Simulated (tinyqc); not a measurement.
# Schottky barrier on an n-type semiconductor, non-linear Poisson equation by Newton steps: two studies

One dimension, metal at x = 0, donor density C(x) = Nd, uniform. Energies are counted from the electron Fermi level of the semiconductor and the conduction-band edge is Ec = -psi, so n = Nc exp(psi/Vt); holes follow the Fermi level of the metal, at -V, so p = Nv exp((V - psi - Eg)/Vt). Ends: psi(0) = V - phiB and psi = Vt ln(Nd/Nc) deep inside. Boltzmann statistics, full ionisation, no current, no image force in the Poisson equation.

Values chosen for this exercise; band and dielectric values close to those of gallium nitride: temperature T = 300 K; band gap Eg = 3.38 eV; relative permittivity eps_r = 9.38; conduction-band density of states at T Nc = 2.26e18 cm^-3; valence-band density of states at T Nv = 4.69e19 cm^-3; donor density deep in the semiconductor Nd = 4.4e17 cm^-3; barrier height phiB = 1.19 eV; bias of the metal against the semiconductor V = 0 V.

Constants: q = 1.602176634e-19 C, kB = 1.380649e-23 J/K, Vt = kB T/q, eps0 = 8.8541878128e-14 F/cm where lengths are in cm. Results are converted to the units shown.

Each table varies one quantity; the others keep the values above.

## Capacitance-voltage profiling

The Poisson equation d/dx(eps0 eps_r dpsi/dx) = -q (p - n + C) is solved on a mesh of about 1000 nodes or more that ends in neutral material. C_s = q d/dV of the integral of n over x, from the linearised equation. Probed depth w = eps0 eps_r/C_s; apparent doping N_app = C_s^3/(q eps0 eps_r dC_s/dV), the derivative by central differences over +/- 0.02 V.

The same in every row: true C(w) (cm^-3) = 4.400e17.

Capacitance-voltage profiling:
```
V (V)	C_s (nF/cm^2)	w (nm)	N_app (cm^-3)	|E_0| (kV/cm)
0	161.5	51.41	4.399e17	436.4
-0.8	123.4	67.29	4.400e17	571.2
-1.6	103.7	80.08	4.400e17	679.8
-2.4	91.17	91.10	4.400e17	773.2
-3.2	82.30	100.9	4.400e17	856.6
-4	75.60	109.9	4.400e17	932.5
-4.8	70.31	118.1	4.400e17	1003
-5.6	65.99	125.9	4.400e17	1068
-6.4	62.38	133.1	4.400e17	1130
-7.2	59.31	140.0	4.400e17	1189
-8	56.65	146.6	4.400e17	1244
```

What does the comparison show?

C_s falls from 162 to 56.7 nF/cm^2 while the probed depth goes from 51.4 to 147 nm. The apparent doping stays near 4.40e17 cm^-3. It departs most from the true doping at that depth for V = 0 V, where it is 0.020 % below it; so the doping is read well over the depths probed, the small gap being the error of the finite difference in V.

## Effect of the donor density deep in the semiconductor

First integral for uniform doping: E_0^2 = (2 q/(eps0 eps_r)) [Nd (U - Vt + Vt exp(-U/Vt)) + Vt p_0], U = Vbi - V, Vbi = phiB - Vt ln(Nc/Nd), p_0 = Nv exp((phiB - Eg)/Vt) (deep holes neglected). Image-force lowering dphi = sqrt(q E_0/(4 pi eps0 eps_r)), at x_m = sqrt(q/(16 pi eps0 eps_r E_0)). W = sqrt(2 eps0 eps_r U/(q Nd)).

Effect of the donor density deep in the semiconductor:
```
Nd (cm^-3)	Vbi (V)	W (nm)	E_0 (kV/cm)	dphi (mV)	exp(dphi/Vt)	p_0/Nd
1e15	0.9903	1013	19.29	17.21	1.946	7.600e-33
2.4e15	1.013	661.5	30.23	21.54	2.301	3.167e-33
5.7e15	1.035	433.9	47.12	26.89	2.830	1.333e-33
1.4e16	1.059	280.0	74.69	33.86	3.705	5.428e-34
3.3e16	1.081	184.3	115.9	42.18	5.112	2.303e-34
7.9e16	1.103	120.3	181.2	52.74	7.693	9.620e-35
1.9e17	1.126	78.38	284.0	66.03	12.86	4.000e-35
4.5e17	1.148	51.43	441.4	82.32	24.15	1.689e-35
```

As Nd goes from 1e15 to 4.5e17, the surface field rises from 19.3 to 441 kV/cm, the lowering rises from 17.2 to 82.3 mV and W falls from 1010 to 51.4 nm. Over the table the lowering goes as Nd^(0.26); the depletion formulas give 1/4 at fixed Vbi.

Program tinyqc, `OMP_NUM_THREADS=1 python tinyqc.py 2020128 2020129 out.jsonl`; Intel Xeon 2.30GHz, shared host, one thread, about 0.05 s.
